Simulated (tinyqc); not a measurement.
Landau levels of a parabolic two-dimensional band: one step. Where EF lies. Two cases, with inputs chosen for the exercise.

Question. Fill the listed levels in order up to nu; give the partly filled level, its energy and its filled share.

Each listed level takes n_B electrons. At zero temperature and without broadening EF sits in the partly filled level.

Case 1.

Levels:
```
label   E (meV)  gap above (meV)
0+      5.23696          0.16323
0-      5.40019         10.47392
1+     15.87411          0.16323
1-     16.03734         10.47392
2+     26.51126          0.16323
2-     26.67449         10.47392
3+     37.14840          0.16323
3-     37.31164         10.47392
```

nu = 4.54923

Case 2.

Levels:
```
label   E (meV)  gap above (meV)
0+     10.97375          2.42464
0-     13.39839         21.94750
1+     35.34588          2.42464
1-     37.77052         21.94750
2+     59.71802          2.42464
2-     62.14265         21.94750
3+     84.09015          2.42464
3-     86.51479         21.94750
```

nu = 2.67878

Give: level; EF; filled share.

Answer.

Case 1.

level: 2+

EF = 26.511 meV
filled share = 0.549

Case 2.

level: 1+

EF = 35.346 meV
filled share = 0.679

Computed by tinyqc, one run a case: `OMP_NUM_THREADS=1 python tinyqc.py N N+1 out.jsonl` with N = 1250328, 1250553; one thread of a shared Intel(R) Xeon(R) Processor @ 2.30GHz, about 0.01 s a run at most.
